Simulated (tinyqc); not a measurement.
# Six-transistor SRAM cell, nodal equations and margins: effect of the drain-induced barrier lowering

Two cross-coupled inverters (pull-down bn, pull-up bp) hold the nodes Q and QB; access transistors (ba, threshold VTn, gate on the word line at Vdd when selected) join them to the bit lines. Transistor (EKV form, voltages against the body): I = 2 n b Vt^2 [F(vp - Vs) - F(vp - Vd)] from drain to source, F(v) = ln^2(1 + exp(v/(2 Vt))), vp = (Vg - VT + sg |Vd - Vs|)/n. n-channel bodies are at 0; for the p-channel device all voltages are counted down from Vdd. b in uA/V^2 gives I in uA. For an access transistor the bit line is the drain and the node the source. In a read both bit lines are at Vdd. The cell is symmetric (no mismatch).

f(x) is the node voltage of one half-cell for input x: In = Ip in hold, In = Ip + Ia in a read. Static noise margin: side of the largest square between the curve (x, f(x)) and its mirror image (f(y), y); with h(c) the root x of f(x) - x = c, it is the maximum over c > 0 of h(c) - h(-c) + c. Q is the low node in a read and Iread the current of its access transistor. The write trip is the voltage to which the bit line of the high node must fall (the other staying at Vdd) for that state to vanish; higher is easier, and a negative value means that a grounded bit line does not write.

Parameters, values chosen for the exercise: temperature T = 400 K; supply voltage Vdd = 0.4 V; slope factor n = 1.3; n-channel threshold VTn = 0.42 V; p-channel threshold (magnitude) VTp = 0.34 V; gain factor of the pull-down transistor bn = 320 uA/V^2; gain factor of the access transistor ba = 210 uA/V^2; gain factor of the pull-up transistor bp = 180 uA/V^2.

Constants: q = 1.602176634e-19 C, kB = 1.380649e-23 J/K, Vt = kB T/q. Results are converted to the units shown.

Effect of the drain-induced barrier lowering:

| sg | hold margin (mV) | read margin (mV) | Q in a read (mV) | Iread (uA) | write trip (mV) |
|---|---|---|---|---|---|
| 0.02 | 150.0 | 106.9 | 24.58 | 0.1467 | 1.686 |
| 0.05 | 144.7 | 101.4 | 28.10 | 0.1646 | 10.99 |
| 0.08 | 139.4 | 95.89 | 31.78 | 0.1830 | 19.74 |
| 0.11 | 134.1 | 90.46 | 35.56 | 0.2019 | 27.91 |
| 0.14 | 128.9 | 85.09 | 39.40 | 0.2213 | 35.51 |
| 0.17 | 123.6 | 79.78 | 43.27 | 0.2413 | 42.51 |

Read the table: what changes, and by how much?

As sg goes from 0.02 to 0.17, the read margin falls from 107 to 79.8 mV, the write trip rises from 1.69 to 42.5 mV and Iread rises from 0.147 to 0.241 uA. The read margin is 0.71 of the hold margin in the first row and 0.65 in the last. Read stability and write ability pull in opposite directions. For sg = 0.08 to 0.17 the read margin is under 100 mV, which threshold mismatch, left out here, can use up in a large array.

Computed by the program tinyqc: `OMP_NUM_THREADS=1 python tinyqc.py 2340121 2340122 out.jsonl`, one thread of a shared Intel Xeon 2.30GHz, about 0.2 s for the whole run.
